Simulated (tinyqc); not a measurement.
Inside a calculation: Gamma, L and X subbands of a thin body with non-parabolic valleys. Values are carried at full precision from step to step, so a last printed digit may differ when a step is redone from the rounded ones.

Hard walls, flat band, c = hbar^2/2m0, energies from the bulk Gamma edge. For a valley at angle theta to the normal 1/m_z = cos^2/ml + sin^2/mt and m_d = sqrt(ml mt^2/m_z). Subband n starts at E_v + e with e (1 + a e) = c (n pi/t)^2/m_z, and its density-of-states mass is taken as m_d (1 + 2 a e), without further growth at higher in-plane energy. Groups are named by valley and degeneracy.

Constants: hbar^2/2m0 = 3.80998211 eV angstrom^2; kB = 8.617333262e-05 eV/K.

Values chosen for the exercise (near those of a thin GaAs channel; not measured data): face = 100 (surface); mG = 0.0674 m0 (Gamma mass); aG = 0.57 1/eV (Gamma non-parabolicity); EL = 0.26 eV (L edge above Gamma); mL = (1.886, 0.076) m0 (L valleys (four, along <111>): ml, mt); EX = 0.42 eV (X edge above Gamma); mX = (1.289, 0.235) m0 (X valleys (three, along <100>): ml, mt); aS = 0.57 1/eV (non-parabolicity of L and X); t = 84 angstrom (body thickness); Ns = 4.2 x 1e12/cm^2 (sheet density); T = 300 K (temperature); eot = 10 angstrom (equivalent oxide thickness).

## Valley groups

List degeneracy, edge, m_z, m_d and a.

Groups:
```
group  g  E_v (eV)     m_z     m_d  a (1/eV)
G1     1     0.000  0.0674  0.0674      0.57
L4     4     0.260  0.1117  0.3122      0.57
X1     1     0.420  1.2890  0.2350      0.57
X2     2     0.420  0.2350  0.5504      0.57
```

## Subband edges

n = 1 to 8 for each group; list the ten lowest.

Subbands:
```
subband  g  E (eV)  DOS mass
G1 n=1   1  0.0758    0.0732
G1 n=2   1  0.2736    0.0884
L4 n=1   4  0.3065    0.3288
X1 n=1   1  0.4241    0.2361
L4 n=2   4  0.4336    0.3740
X1 n=2   1  0.4364    0.2394
X2 n=1   2  0.4424    0.5644
X1 n=3   1  0.4565    0.2448
X1 n=4   1  0.4838    0.2521
X2 n=2   2  0.5065    0.6046
```

The lowest subband is G1 n=1, 198 meV below G1 n=2; in the bulk the lowest valley is Gamma.

## Filling and quantum capacitance

n_i = g m/(2 pi c) kB T ln(1 + exp((EF - E_i)/kB T)), sum n_i = Ns (1e12/cm^2 = 1e-4/angstrom^2), c = hbar^2/2m0. Quantum capacitance Cq = 1602.176634 sum g m/(2 pi c) f_i in microfarad/cm^2 with f_i = 1/(1 + exp((E_i - EF)/kB T)); Cox = 34.5313/eot (one gate); C/Cox = Cq/(Cq + Cox), the centroid term left out.

Over the ten listed subbands, named by valley (G, L, X), degeneracy and number.

EF = 0.2026 eV

n_i in the order of the list (1e12/cm^2): 3.883  0.059  0.253  0.000  0.002  0.000  0.001  0.000  0.000  0.000

Cq = 6.80 microfarad/cm^2
Cox = 3.453 microfarad/cm^2
C/Cox = 0.663

EF lies 127 meV above the lowest edge; Gamma holds 94 % of the electrons. The low density of states costs 34 % of the gate capacitance.

## Checks

- Cq against the slope dNs/dEF by finite differences, microfarad/cm^2: both 6.80.

Computed by tinyqc, a small Python program: `OMP_NUM_THREADS=1 python tinyqc.py 1251310 1251311 out.jsonl` (the numbers bound the seed that draws the inputs); one thread of a shared host (Intel(R) Xeon(R) Processor @ 2.30GHz), about 0.06 s for the whole set of steps.
